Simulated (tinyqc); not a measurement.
Inside a calculation: shallow donor in an anisotropic valley (effective-mass theory). Values are carried at full precision from step to step, so a last printed digit may differ when a step is redone from the rounded ones.

Constants: Ry = 13.60569312 eV; a0 (Bohr radius) = 0.5291772105 angstrom; hbar^2/2m0 = 3.80998211 eV angstrom^2; e^2/(4 pi eps0) = 14.39964547 eV angstrom.

Values chosen for the exercise (near those of GaP; the results hold for these values, not for the real material): ml = 1.977 m0 (longitudinal mass); mt = 0.256 m0 (transverse mass); eps = 11.2 (dielectric constant); a = 16.1 angstrom (trial radius across the axis); b = 8 angstrom (trial radius along the axis).

## Hydrogen-like estimates

Ry* = Ry m/eps^2 and a* = a0 eps/m for four choices of one mass: mt, the conductivity mass 3/(1/ml + 2/mt), the density-of-states mass (ml mt^2)^(1/3), and ml.

Estimates:
```
mass               m (m0)  Ry* (meV)  a* (angstrom)
mt                 0.2560      27.77          23.15
conductivity       0.3606      39.12          16.43
density of states  0.5060      54.88          11.71
ml                 1.9770     214.43           3.00
```

## Energy of one trial function

One valley: H = -c [(d2/dx2 + d2/dy2)/mt + (d2/dz2)/ml] - q/(eps r), c = hbar^2/2m0, q = e^2/(4 pi eps0). Trial function exp(-sqrt((x^2 + y^2)/a^2 + z^2/b^2)) with a > b: T = (c/3)(2/(mt a^2) + 1/(ml b^2)), V = -(q/eps) atan(u/b)/u, u = sqrt(a^2 - b^2). The central cell of the impurity is left out.

Evaluate T, V and E. Scaling both radii by f changes T to T/f^2 and V to V/f, so the best factor is f = -2T/V, with energy -V^2/(4T).

T = 48.314 meV
V = -96.693 meV
E = -48.378 meV
best scale factor = 0.9993
energy after scaling = -48.378 meV

The virial ratio -V/T is 2.001; it is 2 at the best scale. Scaling gains 0.000 meV.

## Scan over the shape

For each ratio b/a = 0.2, 0.3, ..., 0.9 the best scale follows from a = -2 T1/V1, with T1 and V1 taken at a = 1 angstrom.

Scan:
```
b/a  a (angstrom)  b (angstrom)  E (meV)
0.2         28.92          5.78  -31.071
0.3         19.99          6.00  -42.672
0.4         17.14          6.86  -47.440
0.5         16.07          8.03  -48.372
0.6         15.71          9.43  -47.429
0.7         15.69         10.98  -45.637
0.8         15.85         12.68  -43.507
0.9         16.11         14.50  -41.292
```

The best listed ratio is 0.5; (mt/ml)^(1/2) = 0.36 and (mt/ml)^(1/3) = 0.51 are common guesses.

## The minimum

Minimise over a and b. The Mott estimate n_c = (0.25/a_m)^3 uses a_m = (a^2 b)^(1/3); 1/angstrom^3 = 1e24/cm^3.

a = 16.15 angstrom
b = 7.87 angstrom
E = -48.387 meV
a_m = 12.71 angstrom
n_c = 7.61 x 1e18/cm^3

b/a = 0.487. The binding energy is 1.743 times Ry*(mt). The central cell of a real donor shrinks the orbit and raises n_c.

## Checks

- Energy from 21 anisotropic Gaussians against the two-parameter function, meV: -48.50 against -48.39.

Computed by tinyqc, a small Python program: `OMP_NUM_THREADS=1 python tinyqc.py 1251434 1251435 out.jsonl` (the numbers bound the seed that draws the inputs); one thread of a shared host (Intel(R) Xeon(R) Processor @ 2.30GHz), about 0.01 s for the whole set of steps.
